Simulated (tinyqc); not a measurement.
Mobility and doping from two currents.

Question. A trap-free film with injecting contacts is fitted, with diffusion neglected, by J = q mu N V/Lf + (9/8) eps0 eps_r mu V^2/Lf^3. Find mu, N and the voltage at which both terms are equal.

Inputs (values chosen for the exercise): relative permittivity eps_r = 11.6; film thickness Lf = 440 nm.

Constants: q = 1.602176634e-19 C, eps0 = 8.8541878128e-14 F/cm where lengths are in cm. Results are converted to the units shown.

J at 2.7 and 12 V (A/cm^2): 21258.892  1.5503553e5

Answer. J/V is a straight line in V: the slope gives mu and the intercept mu N.

mu = 40.00 cm^2/(V s)
N = 4.400e16 cm^-3
crossover voltage = 11.81 V

Numbers from tinyqc (`OMP_NUM_THREADS=1 python tinyqc.py 2730130 2730131 out.jsonl`; about 0.07 s on one thread of a shared Intel Xeon 2.30GHz).
